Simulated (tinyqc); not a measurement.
What each change does: conductance of a narrow metal strip with scatterers (square lattice, Green functions).

A strip of W sites across with hard walls, site energy 0 and hopping -t. Mode n = 1 to W has profile chi_n(j) = sqrt(2/(W + 1)) sin(n j pi/(W + 1)) and energy en = -2t cos(n pi/(W + 1)); E = en - 2t cos(kn a). With z_n = exp(i kn a) (Im k > 0 for closed modes, |z| < 1) each lead gives the self-energy -t z_n in mode n. One column carries the site energies v, here a uniform barrier across the strip, as of a grain boundary. In the mode basis V_nm = sum_j chi_n(j) v_j chi_m(j), G = (E - en + 2 t z_n - V)^-1, and t_nm = 2t sqrt(sin(kn a) sin(km a)) G_nm in size for open modes. T = sum |t_nm|^2, conductance (2e^2/h) T.

Constants: e^2/h = 3.874045865e-05 S.

Values chosen for the exercise (hopping and spacing of the size met in Cu or Al; the lattice is a model; not measured data):
```
symbol  value                      unit  meaning
t       1.41                       eV    hopping
W       5                                sites across
E       1.09                       eV    Fermi energy
v       (1.5, 1.5, 1.5, 1.5, 1.5)  eV    site energies in the scattering column
```

Open modes M, T and the added resistance (1/T - 1/M)/(2 e^2/h).

One parameter was then changed.

Results before and after:
```
case,M,T,added resistance (ohm)
base,4,2.6897,1572
changed,4,2.5982,1741
```

Which of these changes was made? (a) v = (1.95, 1.95, 1.95, 1.95, 1.95) eV; (b) E = 1.2 eV; (c) t = 1.466 eV.
Answer: (b) E = 1.2 eV. Of the candidates, run in turn, only this one gives the changed row.

All candidates:
```
case,M,T,added resistance (ohm)
base,4,2.6897,1572
t = 1.466 eV,4,2.7780,1419
E = 1.2 eV,4,2.5982,1741
"v = (1.95, 1.95, 1.95, 1.95, 1.95) eV",4,2.2400,2535
```

tinyqc: `OMP_NUM_THREADS=1 python tinyqc.py 1452358 1452359 out.jsonl`; about 0.01 s, one thread, shared Intel(R) Xeon(R) Processor @ 2.30GHz.
